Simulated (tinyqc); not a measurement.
From binding energy back to electron mass m: donor or exciton in a quantum well (variational effective-mass method). Computed by tinyqc, a small Python program. Command: `OMP_NUM_THREADS=1 python tinyqc.py 3018575 3018576 out.jsonl welldonor inv`. One thread of a shared host (Intel(R) Xeon(R) Processor @ 2.30GHz), about 0.5 s of CPU time with the checks.

H = -nabla^2 - 2/|r - r_i| + V(z) in effective units; trial function psi = f(z) exp(-|r - r_i|/lambda), f the ground state of the well. Mass and screening are the same in well and barrier; l = L/a* is the width in effective units. Bands are flat: no polarisation or applied field.

Inputs (values chosen for the exercise, modelled on InP):
```
quantity,value,unit
dielectric constant eps,12.8,-
well width L,7.7,nm
donor position z_i/L from the centre,0.3,-
barrier height V_0,0.47,eV
```

Centre: donor. Barriers: finite.

Constants: Ry = 13.605693123 eV; a_0 = 0.529177210903 angstrom.

Method:
- Ry* = Ry m/eps^2, a* = a_0 eps/m; l = L/a*.
- k solves k tan(k l/2) = sqrt(v - k^2), v = V_0/Ry*, 0 < k l/2 < pi/2 (bisection); f = cos(k z) inside and cos(k l/2) exp(-kappa (|z| - l/2)) outside, kappa = sqrt(v - k^2); subband energy k^2 Ry*.
- Binding E_b(lambda) = -1/lambda^2 + 4 A/(lambda B), with A = int f^2 exp(-2 s/lambda) dz, B = int f^2 exp(-2 s/lambda)(1 + 2 s/lambda) dz and s = |z - z_i|; 40 Gauss-Legendre points on each piece between the walls at z = -l/2 and l/2 and z_i, and out to 12/(kappa + 1/lambda) beyond the walls.
- Golden-section search for the maximum over lambda from 0.3 to 4, 40 steps.

Problem. A run gave the result below. Find the electron mass m, known to lie between 0.07 and 0.17 m_0.

binding energy = 11.9419 meV

Solution.

Each step takes the trial c = (a f_b - b f_a)/(f_b - f_a), f being the result less the target and a, b, c the logarithms of the listed values; c replaces end b, the old b replaces a if the sign of f changed, and otherwise f_a is halved.

Scan of the range:
```
electron mass m (m_0),binding energy (meV)
0.0700,10.6900
0.0812,11.7300
0.0941,12.8458
0.1090,14.0502
0.1260,15.3406
0.1470,16.8448
0.1700,18.4129
```

False position (Illinois rule, in the logarithm of the input) inside the bracket:
```
step,end a,end b,trial,binding energy (meV)
1,0.0812000,0.0941000,0.0835053,11.9353
2,0.0941000,0.0835053,0.0835777,11.9417
3,0.0941000,0.0835777,0.0835821,11.9421
4,0.0835777,0.0835821,0.0835800,11.9419
```

Binding energy rises at every point of a 13-point scan of the range (every second point is shown), so one value fits; it is bracketed by 0.0812 and 0.0941. Answer: electron mass m = 0.08358 m_0.
